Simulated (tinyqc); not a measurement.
Changing the source 2: bath temperature: precursor delivery and alloy composition in metal-organic vapour-phase epitaxy. Computed by tinyqc, a small Python program. Command: `OMP_NUM_THREADS=1 python tinyqc.py 3015874 3015875 out.jsonl movpe sweep`. One thread of a shared host (Intel(R) Xeon(R) Processor @ 2.30GHz), about 0.01 s of CPU time with the checks.

Carrier gas leaves each bubbler saturated. Group-III species cross a boundary layer and react at the surface; element 2 can also desorb. The film is (1)_(1-x) (2)_x V with a zinc-blende cell.

Inputs (values chosen for the exercise, close to those used for InGaAs from TMGa and TMIn): source 1: a in log10(p/torr) = a - b/T = 8.07; source 1: b = 1703 K; source 1: bath temperature = -3 C; source 1: carrier flow = 14 sccm; source 2: a = 10.52; source 2: b = 3014 K; source 2: carrier flow = 220 sccm; bubbler pressure p_b = 600 torr; group-V hydride flow = 41 sccm; total flow = 8.9 slm; reactor pressure p = 760 torr; diffusivity D0 at 273.15 K and 760 torr = 0.38 cm^2/s; boundary layer delta = 1.3 cm; prefactor of the surface rate k_s = 2.4e+13 cm/s; energy of k_s = 1.91 eV; prefactor of the loss of element 2 = 3.6e+16 layers/s; energy of the loss = 3.18 eV; lattice constant a = 5.75 angstrom; growth temperature T = 660 C.

Constants: k_B = 1.380649e-23 J/K; k_B = 8.617333262e-05 eV/K.

Method:
- Temperatures in kelvin are T(C) + 273.15.
- Vapour pressure p_v = 10^(a - b/T); precursor flow = carrier flow x p_v/(p_b - p_v); 1 sccm = 44.615 micromol/min; V/III = hydride flow over the sum of both; gas share x_g = F2/(F1 + F2).
- Partial pressure p_i = p F_i/(44615 x total flow in slm); density n_i = p_i/(k_B T), 1 torr = 133.322 Pa; D = D0 (T/273.15)^1.75 (760/p), h = D/delta, the same for both; k_s = prefactor x exp(-energy/(k_B T)); arrival J_i = n_i/(1/h + 1/k_s); in layers per second g_i = J_i a^2/2 (two group-III sites per a^2 on (001)).
- Loss of element 2 is r x with r = prefactor x exp(-energy/(k_B T)). Then x = (g2 - r x)/(g1 + g2 - r x), or r x^2 - (g1 + g2 + r) x + g2 = 0, smaller root; growth rate G = g1/(1 - x) layers/s; one layer is a/2 thick, 1 angstrom/s = 0.36 um/h.
- Distribution coefficient = [x/(1 - x)]/[x_g/(1 - x_g)], x_g = g2/(g1 + g2).

One run for each value:
```
source 2: bath temperature (C)  solid share x  growth rate G (um/h)  gas share x_g
9                                     0.13899                6.6321        0.14346
11                                    0.16119                6.8076        0.16611
13                                    0.18582                7.0136        0.19116
15                                    0.21288                7.2547        0.21859
17                                    0.24231                7.5365        0.24834
19                                    0.27397                7.8652        0.28022
21                                    0.30764                8.2477        0.31402
23                                    0.34304                8.6921        0.34944
25                                    0.37980                9.2073        0.38611
```

Over the rows, solid share x rises from 0.139 to 0.380; growth rate G (um/h) rises from 6.63 to 9.21; gas share x_g rises from 0.143 to 0.386. The vapour pressure rises by about 8.2 % per kelvin, so bath control sets composition control.

Caution (all rows): the lattice constant is held fixed as x changes, delta does not respond to the flow, both precursors share one D and k_s, and gas-phase side reactions are left out.
